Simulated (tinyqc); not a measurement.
## Electron continuity equation in a given potential, Scharfetter-Gummel discretisation: three discretisations compared

Steady state in one dimension: J = q mu n E + q D dn/dx with E = -dpsi/dx and D = mu Vt, dJ/dx = q (n/tau - G), fixed densities nL and nR at the ends. The potential is given, psi = U x/L - Ub exp(-((x/L - xb)/sb)^2), and is not changed by the electrons.

10 equal intervals. Fluxes J_i = (q D/h)(n_(i+1) P_i - n_i Q_i), d_i = (psi_(i+1) - psi_i)/Vt: Scharfetter-Gummel P = B(d), Q = B(-d), B(d) = d/(exp(d) - 1); central P = 1 - d/2, Q = 1 + d/2; upwind P = 1 + max(-d, 0), Q = 1 + max(d, 0). Balance at each inner node: J_i - J_(i-1) = q h (n_i/tau - G). The reference is Scharfetter-Gummel on 2000 intervals.

Parameters, values chosen for the exercise; mobility close to that of indium arsenide at room temperature:
```
symbol,value,unit,meaning
T,300,K,temperature
mu,30100,cm^2/(V s),electron mobility
L,0.39,um,length of the region
nL,1.9e15,cm^-3,density at x = 0
nR,0,cm^-3,density at x = L
tau,2.9e-13,s,lifetime
G,0,cm^-3 s^-1,uniform generation rate
U,-0.22,V,potential difference psi(L) - psi(0)
Ub,0.12,V,depth of the dip in psi (a barrier for electrons)
xb,0.51,,position of the barrier over L
sb,0.14,,width of the barrier over L
```

Constants: q = 1.602176634e-19 C, kB = 1.380649e-23 J/K, Vt = kB T/q. Results are converted to the units shown.

Densities (cm^-3):
```
node	Scharfetter-Gummel	central	upwind	reference
0	1.900e15	1.900e15	1.900e15	1.900e15
1	7.589e14	7.159e14	9.604e14	7.587e14
2	2.964e14	2.618e14	4.796e14	2.963e14
3	7.716e13	5.250e13	1.974e14	7.737e13
4	4.254e12	-9.559e12	4.822e13	4.284e12
5	1.745e11	1.383e12	1.019e13	1.734e11
6	1.651e11	1.194e12	1.019e13	1.346e11
7	4.590e11	4.159e12	1.889e13	3.880e11
8	3.051e11	2.810e12	1.166e13	2.627e11
9	9.325e10	8.348e11	4.083e12	8.063e10
10	0	0	0	0
```

What does the comparison show, and why?

Largest errors as a share of the largest reference density listed: Scharfetter-Gummel 0.013 %, central 2.3 %, upwind 11 %. The largest |d| is 2.97. Central differences give 1 negative value(s), since P or Q changes sign once |d| exceeds 2. Upwinding stays positive but acts as if D were larger by the factor 1 + |d|/2, up to 2.48 here.

Range of the model: The drift velocity mu E exceeds 1e7 cm/s somewhere, where real mobilities no longer stay constant.

tinyqc, about 0.01 s, one thread, Intel Xeon 2.30GHz (shared host): `OMP_NUM_THREADS=1 python tinyqc.py 2220016 2220017 out.jsonl`
